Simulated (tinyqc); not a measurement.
Worked calculation: Pariser-Parr-Pople SCF with singles CI, for the molecule C=C1C=C(O)C=CC=C1O (SMILES; centres numbered as the heavy atoms are written). One step of it, computed by the program tinyqc.

Problem. PPP integrals. Mataga-Nishimoto: gamma = 14.399645/(R + a), a = 2 x 14.399645/(gamma_rr + gamma_ss); H_rr = -W_r - sum_(s != r) z_s gamma_rs; H_rs = beta for bonds.

Centres (angstrom, eV; a flat drawing with bonds scaled to 1.40 angstrom):
```
centre,x,y,core charge z,W,gamma_rr
1C,-1.673000,-1.980000,1,10.370000,9.560000
2C,-0.793000,-0.890000,1,10.370000,9.560000
3C,0.570000,-1.210000,1,10.370000,9.560000
4C,1.669000,-0.343000,1,10.370000,9.560000
5O,2.927000,-0.958000,2,35.600000,18.350000
6C,1.677000,1.057000,1,10.370000,9.560000
7C,0.588000,1.936000,1,10.370000,9.560000
8C,-0.779000,1.632000,1,10.370000,9.560000
9C,-1.393000,0.374000,1,10.370000,9.560000
10O,-2.793000,0.383000,2,35.600000,18.350000
```

Resonance integrals (eV):
```
i,j,beta
1,2,-2.550000
2,3,-2.550000
3,4,-2.550000
4,5,-2.320000
4,6,-2.550000
6,7,-2.550000
7,8,-2.550000
8,9,-2.550000
9,10,-2.320000
9,2,-2.550000
```

Give: repulsion gamma_rs; core matrix H.

Solution.

repulsion gamma_rs (eV), lower triangle:
```
,1C,2C,3C,4C,5O,6C,7C,8C,9C,10O
1C,9.5600
2C,4.9532,9.5600
3C,3.7134,4.9546,9.5600
4C,2.7545,3.5746,4.9550,9.5600
5O,2.5069,3.0299,4.2323,5.9206,18.3500
6C,2.3888,3.0958,3.5739,4.9547,4.2313,9.5600
7C,2.3888,3.0956,3.0952,3.5743,3.0297,4.9556,9.5600
8C,2.7547,3.5746,3.0953,3.0956,2.5930,3.5743,4.9541,9.5600
9C,3.7143,4.9561,3.5743,3.0960,2.5933,3.0958,3.5740,4.9550,9.5600
10O,3.9485,4.2319,3.0295,2.5933,2.1622,2.5934,3.0299,4.2331,5.9212,18.3500
```

core matrix H (eV), lower triangle:
```
,1C,2C,3C,4C,5O,6C,7C,8C,9C,10O
1C,-45.9486
2C,-2.5500,-53.0984
3C,0.0000,-2.5500,-51.8556
4C,0.0000,0.0000,-2.5500,-53.4027
5O,0.0000,0.0000,0.0000,-2.3200,-68.0614
6C,0.0000,0.0000,0.0000,-2.5500,0.0000,-49.6585
7C,0.0000,0.0000,0.0000,0.0000,0.0000,-2.5500,-48.1267
8C,0.0000,0.0000,0.0000,0.0000,0.0000,0.0000,-2.5500,-50.0258
9C,0.0000,-2.5500,0.0000,0.0000,0.0000,0.0000,0.0000,-2.5500,-54.3646
10O,0.0000,0.0000,0.0000,0.0000,0.0000,0.0000,0.0000,0.0000,-2.3200,-69.5052
```
